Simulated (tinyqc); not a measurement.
Worked calculation: FCI on RHF in the sto-3g basis, for H4, spin multiplicity 1. One step of it, computed by the program tinyqc.

Task: Iteration 3 (converged): orbitals. Diagonalise F' = X^T F X, C = X C', fill 2 alpha and 2 beta electrons from the bottom; D = 2 C_occ C_occ^T. Each column has its largest component positive (the first on a tie).

converged F (hartree), order 1H 1s, 2H 1s, 3H 1s, 4H 1s:
$$\begin{pmatrix}
-0.204516 & -0.424136 & -0.045859 & -0.037791 \\
-0.424136 & -0.204516 & -0.037791 & -0.045859 \\
-0.045859 & -0.037791 & -0.204516 & -0.424136 \\
-0.037791 & -0.045859 & -0.424136 & -0.204516
\end{pmatrix}$$

X, order 1H 1s, 2H 1s, 3H 1s, 4H 1s:
$$\begin{pmatrix}
0.669789 & 0.644191 & 0.434433 & 0.406133 \\
-0.669789 & -0.644191 & 0.434433 & 0.406133 \\
-0.669789 & 0.644191 & -0.434433 & 0.406133 \\
0.669789 & -0.644191 & -0.434433 & 0.406133
\end{pmatrix}$$

Give: F' = X^T F X; orbital energies; coefficients C; D after iteration 3.

Result:

F' = X^T F X (hartree):
$$\begin{pmatrix}
0.4086 & 0.0000 & 0.0000 & 0.0000 \\
0.0000 & 0.3512 & 0.0000 & 0.0000 \\
0.0000 & 0.0000 & -0.4114 & 0.0000 \\
0.0000 & 0.0000 & 0.0000 & -0.4700
\end{pmatrix}$$

orbital energies (hartree): MO1 -0.4700, MO2 -0.4114, MO3 0.3512, MO4 0.4086

coefficients C, order 1H 1s, 2H 1s, 3H 1s, 4H 1s:
$$\begin{pmatrix}
0.4061 & 0.4344 & 0.6442 & 0.6698 \\
0.4061 & 0.4344 & -0.6442 & -0.6698 \\
0.4061 & -0.4344 & 0.6442 & -0.6698 \\
0.4061 & -0.4344 & -0.6442 & 0.6698
\end{pmatrix}$$

D after iteration 3, order 1H 1s, 2H 1s, 3H 1s, 4H 1s:
$$\begin{pmatrix}
0.7074 & 0.7074 & -0.0476 & -0.0476 \\
0.7074 & 0.7074 & -0.0476 & -0.0476 \\
-0.0476 & -0.0476 & 0.7074 & 0.7074 \\
-0.0476 & -0.0476 & 0.7074 & 0.7074
\end{pmatrix}$$
